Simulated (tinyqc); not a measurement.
Worked calculation: vacuum evaporation: vapour pressure, source flux, thickness distribution, purity and step coverage. Computed by tinyqc, a small Python program that keeps every step. Command: `OMP_NUM_THREADS=1 python tinyqc.py 3112812 3112813 out.jsonl evap walk`. One thread of a shared host (Intel(R) Xeon(R) Processor @ 2.30GHz), about 0.01 s of CPU time with the checks. Intermediate numbers are printed to about 6 digits and carried at full precision; extremes and crossings named in words are read from the listed rows.

Molecular flow, unit sticking of the metal, no re-evaporation. The background gas is taken as water vapour (18.015 g/mol, collision diameter 0.37 nm) at 300 K.

Inputs (values chosen for the exercise, modelled on indium, with constants for the liquid):
```
quantity                         value    unit
molar mass M                     114.8   g/mol
film density rho                  7.31  g/cm^3
vapour-pressure constant A       10.35       -
vapour-pressure constant B       12320       K
source temperature T              1130       K
source area                        4.9    cm^2
directionality n                     3       -
source-to-wafer distance h          39      cm
wafer radius R                       5      cm
source offset from the axis s/h    0.3       -
background pressure p            7e-06      Pa
sticking of background gas         0.7       -
aspect ratio of a trench          0.71       -
```

Constants: u = 1.6605390666e-27 kg; k_B = 1.380649e-23 J/K; R = 8.314462618 J/(mol K).

## Vapour pressure and flux

log10(p_v/Pa) = A - B/T; flux from the surface Phi = p_v/sqrt(2 pi m k_B T), m = M u. Mass loss = Phi x area x m; heat of evaporation = ln(10) R B; d ln Phi/dT = ln(10) B/T^2 - 1/(2 T).

vapour pressure p_v = 0.280121 Pa

flux Phi = 2.04917e+17 1/(cm^2 s)

mass loss = 0.689078 g/h

heat of evaporation = 235.863 kJ/mol

change of flux per kelvin = 2.17737 %/K

Holding the rate to 1 % needs the temperature to about 0.46 K.

## Rate and uniformity on a fixed wafer above the source

A small source emits (n + 1) Phi area cos^n(phi)/(2 pi) per solid angle; on a parallel plane at height h and lateral distance l the arrival rate is (n + 1) Phi area/(2 pi h^2) x (1 + (l/h)^2)^(-(n + 3)/2). Growth rate = arrival rate x m/rho, m = M u. The wafer is fixed and centred above the source.

arrival rate at the centre = 4.20268e+14 1/(cm^2 s)

growth rate at the centre = 0.109597 nm/s

edge over centre = 0.952268

non-uniformity (max - min)/(max + min) = 2.44495 %

share of the material that lands on the wafer, 1 - (1 + (R/h)^2)^(-(n + 1)/2) = 3.20800 %

## Offset source and rotation

Rotating wafer, source offset by s and facing upwards: thickness at radius r is the mean over the angle a of (1 + (r^2 + s^2 - 2 r s cos a)/h^2)^(-(n + 3)/2), by 360 equal steps; non-uniformity (max - min)/(max + min) over 21 radii from 0 to R.

centre thickness relative to an axial source = 0.772183

edge over centre, rotating = 0.970083

non-uniformity, rotating = 1.51857 %

## Choosing the offset

The curvature at the centre vanishes at s/h = sqrt(2/(n + 3)).

Against the offset:
```
s/h  centre thickness  edge over centre  non-uniformity (%)
0.0           1.00000           0.95227             2.44495
0.2           0.88900           0.96082             1.99808
0.4           0.64066           0.98084             0.96709
0.5           0.51200           0.99171             0.41636
0.6           0.39754           1.00162             0.08080
0.7           0.30230           1.00995             0.49523
0.8           0.22671           1.01649             0.81785
0.9           0.16864           1.02129             1.05311
1.1           0.09265           1.02656             1.31040
```

The best row, s/h = 0.6, has 0.081 % against 2.4 % on the axis, at the price of a rate lower by a factor 2.52; the small-wafer optimum is sqrt(2/(n + 3)) = 0.58.

## Scattering and purity

Mean free path lambda = k_B T_g/(sqrt2 pi d^2 p); unscattered share exp(-h/lambda); gas arrival p/sqrt(2 pi m_g k_B T_g); impurity ratio = sticking x gas arrival/metal arrival; monolayer time = 1e15 cm^-2/(sticking x gas arrival).

mean free path = 972.833 m

unscattered share = 0.999599

gas arrival rate = 2.50879e+13 1/(cm^2 s)

impurity ratio = 0.0417865

monolayer time = 56.9427 s

## A trench at the wafer edge

Fixed wafer, axial point source, trench running tangentially at r = R: the beam arrives at tan(a) = R/h. Shadowed share of the floor = aspect ratio x tan(a) (at most 1); the wall facing the source grows at tan(a) times the field rate, the other wall not at all.

angle a = 7.30576 degrees

shadowed share of the floor = 0.0910256

wall over field thickness = 0.128205

Checks made by the program: share on the wafer by quadrature (relative difference 2e-09).
